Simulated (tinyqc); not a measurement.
# Random telegraph noise from one oxide trap in a small MOSFET: effects of single changes

An acceptor-like trap exchanges electrons with the channel. Inversion charge Q = Cox u, u = n Vt W0(exp((Vg - VT)/(n Vt))), W0 the Lambert function, n = nf, Cox = eps0 eox/tox; linear regime Id = (W/L) mu Q Vd. Relative to threshold the surface potential rises by Vt ln(u/u0) and the oxide voltage by the rest of Vg - VT, with u0 = n Vt W0(1).

Parameters, values chosen for the exercise; values of the order met in silicon transistors:
```
symbol    value        unit                                                                 meaning
T           300           K                                                             temperature
eox         3.9              relative permittivity of the gate insulator (close to silicon dioxide)
tox         3.9          nm                                                     insulator thickness
xt          1.8          nm                            depth of the trap from the channel interface
E0         0.13          eV                   trap level above the channel Fermi level at threshold
s0        4e-15        cm^2                                                       capture prefactor
EB          0.3          eV                                    capture barrier (lattice relaxation)
lt         0.19          nm                                                 tunnelling decay length
vth       1.3e7        cm/s                                                        thermal velocity
zi          2.7          nm                                        thickness of the inversion layer
VT         0.53           V                                                       threshold voltage
nf          1.2                                                                         body factor
W           140          nm                                                              gate width
L            20          nm                                                             gate length
mu          140  cm^2/(V s)                                                                mobility
asc     1.9e-16         V s                              scattering coefficient of the charged trap
Vd          0.1           V                                                           drain voltage
Vg         0.72           V                                                            gate voltage
```

Constants: q = 1.602176634e-19 C, kB = 1.380649e-23 J/K, Vt = kB T/q, eps0 = 8.8541878128e-14 F/cm where lengths are in cm. Results are converted to the units shown.

Each table varies one quantity; the others keep the values above.

## Time constants and noise against gate voltage

N = Cox u/q; dpsi = Vt ln(u/u0); E = E0 - dpsi - (xt/tox)(Vg - VT - dpsi); capture time tc = 1/[(N/zi) vth s0 exp(-xt/lt - EB/Vt)]; emission time te = tc exp(-E/Vt); occupancy te/(tc + te). A = W L; threshold step dV = q (1 - xt/tox)/(Cox A); gm/Id = 1/(u + n Vt); relative step dI/I = (gm/Id) dV + asc mu/A. fc = (1/tc + 1/te)/(2 pi); rms = (dI/I) sqrt(tc te)/(tc + te).

Time constants and noise against gate voltage:
```
Vg (V)	E (eV)	tc (s)	te (s)	occupancy	dI/I (%)	fc (Hz)	rms dI/I (%)
0.5	0.1534	0.1512	4.005e-4	0.002642	8.819	398.4	0.4528
0.56	0.1085	0.04391	6.608e-4	0.01482	5.750	244.5	0.6949
0.62	0.06997	0.02018	0.001347	0.06258	3.667	126.0	0.8882
0.68	0.03518	0.01212	0.003107	0.2041	2.553	64.35	1.029
0.74	0.002411	0.008414	0.007664	0.4767	1.924	39.68	0.9609
0.8	-0.02917	0.006363	0.01966	0.7555	1.535	33.11	0.6598
0.86	-0.05999	0.005083	0.05174	0.9106	1.276	34.39	0.3642
0.92	-0.09028	0.004216	0.1385	0.9705	1.093	38.90	0.1850
0.98	-0.1202	0.003594	0.3757	0.9905	0.9566	44.71	0.09267
```

What does the comparison show?

tc falls from 0.151 to 0.00359 s as the channel fills and te rises from 4.01e-4 to 0.376 s; they are equal at Vg = 0.745 V, where E = 0. The rms noise goes from 0.453 through a maximum of 1.03 (at Vg = 0.68 V among the rows listed) to 0.0927 %. The slope -Vt d ln(tc/te)/dVg is 0.748 between the first two rows and 0.499 between the last two; it tends to xt/tox = 0.462 only when the surface potential stops moving.

## Effect of the depth of the trap from the channel interface

Same model as above.

Result of one run:
```
xt (nm)	E (eV)	tc (s)	te (s)	occupancy	dI/I (%)	fc (Hz)	rms dI/I (%)
2.54	-0.01261	0.4615	0.7518	0.6196	1.392	0.5565	0.6760
```

What becomes of these results when the depth of the trap from the channel interface xt is changed from 2.54 to 1.37 nm, all else the same?

Result of the changed run:
```
xt (nm)	E (eV)	tc (s)	te (s)	occupancy	dI/I (%)	fc (Hz)	rms dI/I (%)
1.37	0.02816	9.769e-4	3.287e-4	0.2518	2.509	647.0	1.089
```

The whole series:
```
xt (nm)	E (eV)	tc (s)	te (s)	occupancy	dI/I (%)	fc (Hz)	rms dI/I (%)
0.2	0.06892	2.068e-6	1.438e-7	0.06500	3.625	1.184e6	0.8937
0.59	0.05534	1.611e-5	1.894e-6	0.1052	3.253	9.391e4	0.9981
0.98	0.04175	1.254e-4	2.495e-5	0.1659	2.881	7647	1.072
1.37	0.02816	9.769e-4	3.287e-4	0.2518	2.509	647.0	1.089
1.76	0.01457	0.007609	0.004331	0.3627	2.137	57.66	1.027
2.15	9.778e-4	0.05926	0.05706	0.4905	1.765	5.475	0.8821
2.54	-0.01261	0.4615	0.7518	0.6196	1.392	0.5565	0.6760
```

As xt goes from 0.2 to 2.54, tc rises from 2.07e-6 to 0.462 s, te rises from 1.44e-7 to 0.752 s and dI/I falls from 3.62 to 1.39 %. tc grows a decade every lt ln 10 = 0.437 nm of depth; traps spread evenly in depth therefore give corner frequencies spread evenly on a log scale, whose sum is 1/f noise if the traps contribute equal variances.

Range of the model: VT is taken as given; short-channel effects and the uneven flow of current among few electrons are left out.

Numbers from tinyqc (`OMP_NUM_THREADS=1 python tinyqc.py 2710061 2710062 out.jsonl`; about 0.01 s on one thread of a shared Intel Xeon 2.30GHz).
